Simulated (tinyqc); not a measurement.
Input admittance of a MOSFET at zero drain bias: distributed channel and distributed gate: two steps of the calculation.

Source and drain grounded, strong inversion, w = 2 pi f, Cox = eps0 eox/tox. The channel is an RC line of resistance 1/(mu Cox Vo) per square fed from both ends, so one finger has the intrinsic admittance y = i w Cox L tanh(g)/g per width, g = (1/2) sqrt(i w tau), tau = L^2/(mu Vo). The vertical resistance rv/L is in series with y, the overlaps 2 i w Cov in parallel: y_t = 1/(1/y + rv/L) + 2 i w Cov. The gate strip is a line of Rsh/L per length loaded by y_t, so a finger has Y = y_t Wf tanh(k)/k, k = (Wf/sd) sqrt(y_t Rsh/L); the device has Nf Y.

Values chosen for this exercise; values of the order met in silicon radio-frequency transistors:
- eox = 3.9 (relative permittivity of the gate insulator (close to silicon dioxide))
- tox = 1.9 nm (insulator thickness)
- L = 1.3 um (channel length)
- Wf = 17 um (finger width)
- Nf = 32 (number of fingers)
- mu = 140 cm^2/(V s) (channel mobility)
- Vo = 0.47 V (gate overdrive)
- Rsh = 14 ohm/square (sheet resistance of the gate)
- rv = 0 ohm um^2 (vertical resistivity of the gate stack)
- sd = 1 (number of ends at which a finger is contacted)
- Cov = 0.17 fF/um (overlap and fringe capacitance on each side)
- f = 1.2 GHz (frequency)

Constants: eps0 = 8.8541878128e-14 F/cm where lengths are in cm. Results are converted to the units shown.

Problem 1. Admittance of the channel and stack per width. tau, g, c = Cox L, y and y_t as defined.

Give: tau; g; c; y; y_t.

Solution 1.

tau = 256.8 ps
g = 0.4920+0.4920i
c = 23.63 fF/um
y = 27.7+172.8i uS/um
y_t = 27.7+175.3i uS/um

w tau = 1.94, and Im y is 0.970 of w c.

Problem 2. Input impedance of the device. k and Y as defined; Z = 1/(Nf Y) = R + 1/(i w C); Q = |Im Z|/R; signal at the point farthest from a contact |1/cosh k|.

y_t = 27.69734+175.34368i uS/um

Give: k; Nf Y; R; C; Q; signal at the far point.

Solution 2.

k = 0.56511+0.48285i
Nf Y = 29.650+87.018i mS
R = 3.5084 ohm
C = 12881 fF
Q = 2.9348
signal at the far point = 0.93690

tinyqc, about 0.01 s, one thread, Intel Xeon 2.30GHz (shared host): `OMP_NUM_THREADS=1 python tinyqc.py 2262023 2262024 out.jsonl`
